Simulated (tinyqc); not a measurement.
# A chain with uneven site energies and dephasing by Buettiker voltage probes: effect of the dephasing strength

Sites 1 to 4 form a chain with hopping -t. Lead L joins site 1 and lead R site 4, both semi-infinite chains with hopping -t and site energy 0. Every site carries a probe with self-energy -i Gamma_p/2 that draws no net current. Linear response at zero temperature: mu_L = 1, mu_R = 0 in units of the bias.

Sigma = t^2 g(E), g(x) = (x - i sqrt(4 t^2 - x^2))/(2 t^2) for |x| < 2 t and (x - sign(x) sqrt(x^2 - 4 t^2))/(2 t^2) otherwise; Gamma = -2 Im Sigma; G = (E - H - Sigma_L - Sigma_R + i Gamma_p/2)^(-1). With Gamma the broadening by one lead, T_RL = Gamma^2 |G_(4,1)|^2, T_pL = Gamma Gamma_p |G_(p,1)|^2, T_pR = Gamma Gamma_p |G_(p,4)|^2, T_pq = Gamma_p^2 |G_(p,q)|^2 for p != q. No current into probe p: W mu = T_pL with W_pp = T_pL + T_pR + sum_q T_pq and W_pq = -T_pq. Then T_eff = T_RL + sum_p T_pR mu_p, and the resistance is (h/2q^2)/T_eff. Without probes means Gamma_p = 0.

Parameters, values chosen for the exercise:
- t = 1 eV (hopping (matrix element -t))
- U = [1.09, 0.92, 0.89, 0.4] eV (site energies 1 to N)
- E = -0.95 eV (Fermi energy)

Constants: q = 1.602176634e-19 C, h = 6.62607015e-34 J s. Results are converted to the units shown.

Result of one run:

| gp (eV) | T_RL | through probes | T_eff | resistance (kohm) |
|---|---|---|---|---|
| 0.32 | 0.1524 | 0.1629 | 0.3153 | 40.93 |

What becomes of these results when the probe broadening Gamma_p gp is changed from 0.32 to 0.01 eV, all else the same?

Result of the changed run:

| gp (eV) | T_RL | through probes | T_eff | resistance (kohm) |
|---|---|---|---|---|
| 0.01 | 0.3640 | 0.009411 | 0.3734 | 34.57 |

The whole series:

| gp (eV) | T_RL | through probes | T_eff | resistance (kohm) |
|---|---|---|---|---|
| 0.01 | 0.3640 | 0.009411 | 0.3734 | 34.57 |
| 0.018 | 0.3550 | 0.01663 | 0.3717 | 34.73 |
| 0.032 | 0.3401 | 0.02865 | 0.3687 | 35.00 |
| 0.056 | 0.3162 | 0.04755 | 0.3637 | 35.48 |
| 0.1 | 0.2776 | 0.07729 | 0.3549 | 36.37 |
| 0.18 | 0.2211 | 0.1184 | 0.3395 | 38.01 |
| 0.32 | 0.1524 | 0.1629 | 0.3153 | 40.93 |
| 0.56 | 0.08538 | 0.1950 | 0.2804 | 46.03 |
| 1 | 0.03379 | 0.1985 | 0.2322 | 55.57 |
| 1.8 | 0.008252 | 0.1672 | 0.1755 | 73.56 |

Without probes the transmission is 0.376. T_eff falls from 0.373 to 0.175; the direct part falls from 0.364 to 0.00825 and the part through probes goes from 0.00941 through a maximum of 0.198 (at gp = 1 eV among the rows listed) to 0.167. At this energy dephasing lowers T_eff from the start: the probes give back less than the direct part loses.

Computed by the program tinyqc: `OMP_NUM_THREADS=1 python tinyqc.py 2700104 2700105 out.jsonl`, one thread of a shared Intel Xeon 2.30GHz, about 0.01 s for the whole run.
